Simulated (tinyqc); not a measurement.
## Permittivity and interface capacitance from two thicknesses

Problem. 1/C = t/(eps0 ek) + 2/ci for planar capacitors that differ only in thickness. Find ek, ci and the EOT of the interfaces, 2 x 3.9 eps0/ci.

Constants: eps0 = 8.8541878128e-14 F/cm where lengths are in cm. Results are converted to the units shown.

C at t = 3.8 and 12 nm (uF/cm^2): 2.0825299  0.69545605

Solution. 1/C is a straight line in t: the slope gives ek and the intercept 2/ci. A single thickness would give only the effective permittivity; when the interfaces are a small part of 1/C, ci needs very accurate data.

ek = 9.67
ci = 55.0 uF/cm^2
EOT of the interfaces = 0.126 nm

tinyqc, about 0.01 s, one thread, Intel Xeon 2.30GHz (shared host): `OMP_NUM_THREADS=1 python tinyqc.py 2102021 2102022 out.jsonl`
